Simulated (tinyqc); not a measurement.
Inside a calculation. Method: UHF in the sto-6g basis, for H3+, spin multiplicity 1. One step of it, computed by the program tinyqc.

Problem. Orthogonalisation. S = U s U^T; symmetric (Loewdin) form X = U s^(-1/2) U^T, so that X^T S X = 1.

overlap S, lower triangle:
```
,1H 1s,2H 1s,3H 1s
1H 1s,1.000000
2H 1s,0.469547,1.000000
3H 1s,0.469271,0.469556,1.000000
```

Give: eigenvalues of S; X.

Solution.

eigenvalues of S: 0.530  0.531  1.939

X, lower triangle:
```
,1H 1s,2H 1s,3H 1s
1H 1s,1.155
2H 1s,-0.218,1.155
3H 1s,-0.218,-0.218,1.155
```
